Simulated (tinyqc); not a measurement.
Inside a calculation. Method: coherent transport through a tight-binding region between two chains. One step of it, computed by the program tinyqc.

Problem. Transmission at E = -0.39 eV. Surface Green function g = (E - i sqrt(4 t^2 - E^2)) / (2 t^2); self-energy tc^2 g on each contact site; G = (E - H - Sigma)^(-1); Gamma = -2 Im Sigma; T = Gamma_L Gamma_R |G_LR|^2; local density of states -Im G_ii / pi.

H of the central region (eV):
```
[[0.000000, -1.530000, 0.000000],
 [-1.530000, 0.000000, -1.820000],
 [0.000000, -1.820000, 0.000000]]
```

Leads: semi-infinite chains with site energy 0:
```
parameter                           value
lead hopping t (eV)              2.410000
coupling to the left lead (eV)   0.890000
coupling to the right lead (eV)  0.320000
left contact site                       1
right contact site                      3
```

E = -0.390000 eV

Give: g; G; local density of states; transmission.

Solution.

g = -0.034-0.414i 1/eV

G (1/eV):
```
[[-1.177-0.653i, 0.234+0.097i, 1.040+0.570i],
 [0.234+0.097i, 0.076-0.027i, 0.369-0.087i],
 [1.040+0.570i, 0.369-0.087i, -0.795-0.498i]]
```

local density of states (1/eV): [0.208, 0.009, 0.158]

transmission = 0.078
